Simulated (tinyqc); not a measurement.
Atomic layer deposition: Langmuir saturation, growth per cycle and coating of deep features: one step, computed by the program tinyqc.

Precursor A sticks only on free sites, so a long enough pulse saturates; co-reactant B then frees the sites again.

Question. Steady growth per cycle. One cycle from coverage th0: pulse A gives th1 = th_s + (th0 - th_s) exp(-(k_a + k_d) t), th_s = k_a/(k_a + k_d); the purge leaves th2 = th1 exp(-k_d t_p); pulse B converts c_B th2 into film and leaves th3 = (1 - c_B) th2. Growth = G c_B th2. The periodic state has th0 = th3: th0 = (1 - c_B) e_p th_s (1 - e_a)/(1 - (1 - c_B) e_p e_a), with e_a = exp(-(k_a + k_d) t), e_p = exp(-k_d t_p). Share of impinging molecules used = q (th1 - th0)/(F t).

Inputs (values chosen for the exercise, modelled on hafnium oxide from an amide and water):
```
quantity                                value      unit
site density q                            3.1    1/nm^2
growth per cycle at saturation G            1  angstrom
temperature T                             250         C
pulse time t                          0.00019         s
co-reactant completion per pulse c_B     0.99         -
purge time t_p                            8.5         s
```

k_a = 1424.194 1/s

k_d = 3.658653e-05 1/s

flux F = 210238.2 1/(nm^2 s)

Give: coverage after pulse A; growth per cycle; share of impinging molecules used.

Answer.

coverage after pulse A = 0.23890

growth per cycle = 0.23644 angstrom

share of impinging molecules used = 0.018355

The pulse is 0.27 filling times long: not fully saturated, so thickness still depends somewhat on the local dose. Caution: common pulse valves need about 10 ms, so a pulse this short is formal.
